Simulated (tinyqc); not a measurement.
Comparisons within one model: polytypes by hexagonality, and a cubic inclusion as a quantum well. A value that a table varies takes the place of the one given here.

Gap: E3 + (Es - E3) h/hs for h up to hs, then linear from Es to E2 at h = 1. Valence top Ev2 h and polarisation P2 h, both counted from 3C; Ec = Ev + gap.

A cubic inclusion of width L = N d in the host (h = 0.4) is a well of depth V = Ec(host) - Ec(3C). Square well with mass mismatch: k tan(k L/2) = (m_w/m_b) q, k = sqrt(m_w E/c), q = sqrt(m_b (V - E)/c), c = hbar^2/2m0, lowest root. The depth of the level, V - E, is its binding, and the transition to the valence top of the host is gap(host) - (V - E). The step in polarisation gives a field |F| = |P|/(eps eps0) in a thin inclusion, eps0 = 8.8541878e-12 F/m.

Constants: hbar^2/2m0 = 3.80998211 eV angstrom^2.

Values chosen for the exercise (of the order of those of SiC; the results hold for these values, not for the real material): E3 = 2.412 eV (gap of the cubic polytype); E2 = 3.346 eV (gap of 2H); Ev2 = 0.153 eV (valence top of 2H above that of 3C); P2 = -0.0475 C/m^2 (spontaneous polarisation of 2H); Es = 3.268 eV (gap at the hexagonality hs); hs = 0.5 (hexagonality up to which the first line holds); m = (0.293, 0.322) m0 (electron mass along c in the cubic layer and in the host); d = 2.519 angstrom (thickness of a double layer); eps = 9.8 (dielectric constant); N = 2 (double layers in the cubic inclusion).

## Width of the inclusion

Without the field: square well. With it, the potential inside is |F| (z - L/2), the host conduction edge lies at V - |F| L/2 on one side and V + |F| L/2 on the other, and the lowest level E_F is found by finite differences (step 0.25 angstrom, wide box, good to about 1 meV). Holes sit in the host on the high side, so the transition is gap(host) - V + E_F - |F| L/2. A dash: bound by less than 2 meV or not at all.

Results:
```
N   L (angstrom)  depth (eV)  transition (eV)  depth below the low side, with field (eV)  transition with field (eV)
1           2.52       0.066            3.031                                      0.041                       3.001
2           5.04       0.196            2.901                                      0.145                       2.842
3           7.56       0.317            2.780                                      0.239                       2.692
4          10.08       0.409            2.687                                      0.307                       2.569
6          15.11       0.528            2.569                                      0.379                       2.387
8          20.15       0.595            2.502                                      0.406                       2.249
12         30.23       0.662            2.435                                      0.417                       2.018
```

The square well binds a level even at N = 1 (66 meV), as any symmetric one-dimensional well does; the depth grows to 662 of 746 meV, and the transition tends to E3 - Ev(host) = 2.351 eV. With the field the level is bound by 2 meV or more for N = 1, 2, 3, 4, 6, 8 and 12, and the transition is lowered by 30 meV at N = 1 and 417 meV at N = 12, where |F| L/2 = 331 meV. Free carriers or surface charge screen the field and the step between the two sides, and the attraction to the hole, left out here, binds the electron further.

## The same inclusion in several hosts

h from the stacking: 8H 1/4, 6H 1/3, 15R 2/5, 4H 1/2, 9R 2/3, 2H 1. V = Ec(host) - Ec(3C); square-well level from k tan(k L/2) = (m_w/m_b) q, k = sqrt(m_w E/c), q = sqrt(m_b (V - E)/c), L = N d; |F| = |P|/(eps eps0), eps0 = 8.8541878e-12 F/m.

Results:
```
host      h  gap (eV)  V (eV)  depth (eV)  |F| (MV/cm)
8H    0.250     2.840   0.466       0.088         1.37
6H    0.333     2.983   0.622       0.144         1.82
15R   0.400     3.097   0.746       0.196         2.19
4H    0.500     3.268   0.932       0.284         2.74
9R    0.667     3.294   0.984       0.310         3.65
2H    1.000     3.346   1.087       0.363         5.47
```

From 8H to 4H the well deepens by a factor of 2.00 and the bound level by 3.24, between the limits of a wide well (as V) and a thin one (as V^2); in 4H the level keeps 30 % of V; from 4H to 2H the gap gains only 78 meV while the field doubles. The depths leave the field out, although its drop |F| L reaches 276 meV in 2H.

## What each parameter does

Well depth, depth of the level, transition without the field and field. Each row changes one parameter from the base and keeps the others.

Results:
```
case                   V (eV)  depth (eV)  transition (eV)  |F| (MV/cm)
base                   0.7460      0.1962           2.9006        2.190
N = 3                  0.7460      0.3168           2.7800        2.190
Ev2 = 0.183 eV         0.7580      0.2015           2.8953        2.190
E3 = 2.392 eV          0.7620      0.2033           2.8895        2.190
E2 = 3.376 eV          0.7460      0.1962           2.9006        2.190
P2 = -0.0618 C/m^2     0.7460      0.1962           2.9006        2.849
eps = 10.8             0.7460      0.1962           2.9006        1.987
m = (0.352, 0.322) m0  0.7460      0.2008           2.8960        2.190
```

The largest shifts from the base row, up to three for each result and ties (the steps differ in size, so this ranks the rows, not the parameters). V (eV): E3 +0.0160, Ev2 +0.0120; unchanged at the printed digits by N, E2, P2, eps and m. depth (eV): N +0.1206, E3 +0.0071, Ev2 +0.0053; unchanged at the printed digits by E2, P2 and eps. transition (eV): N -0.1206, E3 -0.0111, Ev2 -0.0053; unchanged at the printed digits by E2, P2 and eps. |F| (MV/cm): P2 +0.659, eps -0.203; unchanged at the printed digits by N, Ev2, E3, E2 and m.

tinyqc: `OMP_NUM_THREADS=1 python tinyqc.py 1850270 1850271 out.jsonl`; about 0.05 s, one thread, shared Intel(R) Xeon(R) Processor @ 2.30GHz.
